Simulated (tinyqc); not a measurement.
Plane-wave Kohn-Sham cycle with exchange-only LDA in a layered model solid, step by step. One step of it, computed by the program tinyqc.

Question. Iteration 1: levels at that k. Diagonalise the Hermitian matrix.

H (hartree), order -3, -2, -1, +0, +1, +2, +3:
$$\begin{pmatrix}
8.869275 & -0.270000 & 0.000000 & 0.000000 & 0.000000 & 0.000000 & 0.000000 \\
-0.270000 & 3.771339 & -0.270000 & 0.000000 & 0.000000 & 0.000000 & 0.000000 \\
0.000000 & -0.270000 & 0.712577 & -0.270000 & 0.000000 & 0.000000 & 0.000000 \\
0.000000 & 0.000000 & -0.270000 & -0.307010 & -0.270000 & 0.000000 & 0.000000 \\
0.000000 & 0.000000 & 0.000000 & -0.270000 & 0.712577 & -0.270000 & 0.000000 \\
0.000000 & 0.000000 & 0.000000 & 0.000000 & -0.270000 & 3.771339 & -0.270000 \\
0.000000 & 0.000000 & 0.000000 & 0.000000 & 0.000000 & -0.270000 & 8.869275
\end{pmatrix}$$

Give: eigenvalues.

Answer.

eigenvalues (hartree): [-0.436, 0.689, 0.817, 3.781, 3.781, 8.884, 8.884]
